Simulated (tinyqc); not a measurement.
From results back to parameters: Koster-Slater impurity in an sp3s* host.

Problem. In the Koster-Slater model a defect shifts the s level of its site by Vs and the p levels by Vp; an A1 level solves 1/Vs = G_s(E) and a T2 level 1/Vp = G_p(E), E from the top of the valence band. A defect has an A1 level at E = 0.6531 eV, one of the energies of the table, and a T2 level at 0.0933 eV.

G(E) of the host (1/eV):
```
E (eV)         G_s         G_p
0.0000  -0.1464426   0.0129412
0.0933  -0.1683262  -0.0112326
0.1866  -0.1946330  -0.0342348
0.2799  -0.2271092  -0.0580316
0.3732  -0.2686067  -0.0844321
0.4665  -0.3241949  -0.1159076
0.5598  -0.4040671  -0.1569560
0.6531  -0.5332933  -0.2184135
0.7464  -0.8060006  -0.3430646
```

Find: Vs, Vp.

Solution. Read G_s and G_p at the two energies and invert them. Vs is attractive and pulls its level down from the conduction bands. Vp is attractive and pulls its level down from the conduction bands.

Vs, Vp (eV): -1.9  -89.0

Run: tinyqc, `OMP_NUM_THREADS=1 python tinyqc.py 1481120 1481121 out.jsonl`; Intel(R) Xeon(R) Processor @ 2.30GHz, one thread, shared host; about 0.05 s of CPU time with all checks.
